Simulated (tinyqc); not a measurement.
Quantum-confined Stark effect in a modulator well, step by step. Values are carried at full precision from step to step, so a last printed digit may differ when a step is redone from the rounded ones.

Constants: hbar^2/2m0 = 3.80998211 eV angstrom^2; e^2/(4 pi eps0) = 14.39964547 eV angstrom; hc = 1239.841984 eV nm.

Parameters, chosen for this exercise (near those of a Ge well in SiGe, direct gap; the results hold for these values, not for the real material):
```
symbol  value   unit      meaning
L       118     angstrom  well width
me      0.0421  m0        electron, well
mh      0.208   m0        heavy hole along z, well
F       45      kV/cm     field
Vc      0.377   eV        conduction offset
Vv      0.11    eV        heavy-hole offset
meb     0.0559  m0        electron, barrier
mhb     0.234   m0        heavy hole, barrier
Eg      0.83    eV        gap of the well
mp      0.066   m0        heavy hole in the plane
eps     15.3              dielectric constant
dE      15      meV       operating point below the zero-field line
G       8       meV       half width of the exciton line
```

## Estimate for hard walls

Second order: each level moves by -C m (e F)^2 L^4/(2c), C = (15/pi^2 - 1)/(24 pi^2), c = hbar^2/2m0, 1 kV/cm = 1e-5 eV/angstrom. It holds while e F L is no more than about twice 3 c pi^2/(m L^2).

Estimate:
```
carrier     shift (meV)  e F L over the level spacing
electron          -0.48                          0.28
heavy hole        -2.35                          1.36
```

The hole, 4.9 times heavier, carries 83 % of the estimated shift; for hard walls second order errs by about 2 % at a ratio of 1 and 13 % at 3.

## Levels and envelopes

Envelopes on cells of 0.5 angstrom over the well |z| < L/2 and 45 angstrom of barrier on each side, psi = 0 beyond, psi'/m continuous (mean mass between points), c = hbar^2/2m0. The electron sees + e F z and the hole - e F z, each with its offset in the barriers; 1 kV/cm = 1e-5 eV/angstrom. Light holes, band mixing and escape by tunnelling are left out.

Ground levels, squared overlap and separation <z>_h - <z>_e without and with the field.

Results:
```
F (kV/cm)  E_e (meV)  E_h (meV)  overlap^2  separation (angstrom)
0              37.74       8.53      0.998                    0.0
45             36.33       3.34      0.753                   27.5
```

The electron level moves by -1.42 meV (3.0 times the hard-wall estimate, since it leaks into the barriers and sees a wider well) and the hole level by -5.19 meV (2.21 times).

## Exciton

Exciton: in-plane function exp(-rho/lam), 1/mu = 1/me + 1/mp, E(lam) = c/(mu lam^2) - (q/eps) times the integral over k of Fm(k)(1 + (k lam/2)^2)^(-3/2), Fm(k) the double integral of psi_e^2 psi_h^2 exp(-k |z - z'|), q = e^2/(4 pi eps0); binding Eb = -E at the minimum. Line at Eg + E_e + E_h - Eb, strength proportional to overlap^2/lam^2.

Minimise over lam without and with the field.

Results:
```
F (kV/cm)  lam (angstrom)  Eb (meV)  line (eV)      nm  overlap^2/lam^2 (1e-4/angstrom^2)
0                   228.7      3.91     0.8724  1421.3                             0.1907
45                  239.5      3.70     0.8660  1431.8                             0.1312
```

The weaker binding gives back 0.21 meV of the red shift, leaving 6.4 meV; the strength falls to 69 %.

## Contrast at the operating point

With a Gaussian line of half width G, the absorption at E_op = line(0) - dE is proportional to strength x exp(-ln2 ((E_op - line)/G)^2); continuum absorption is left out. Give it at both fields, relative to the zero-field peak.

E_op = 0.8574 eV
wavelength = 1446.1 nm

absorption without and with the field: 0.087  0.31

The field changes the absorption by +0.22 of the zero-field peak. The zero-field tail still absorbs here, since dE is no more than 2G, which costs insertion loss.

## Checks

- Zero-field levels against the matching condition of the square well, meV: largest difference 5.1e-02.
- Slope d(E_e + E_h)/dF against minus the separation (Hellmann-Feynman), angstrom: both -27.5.

(tinyqc, `OMP_NUM_THREADS=1 python tinyqc.py 1281487 1281488 out.jsonl`, Intel(R) Xeon(R) Processor @ 2.30GHz, 1 thread, shared host, about 0.1 s.)
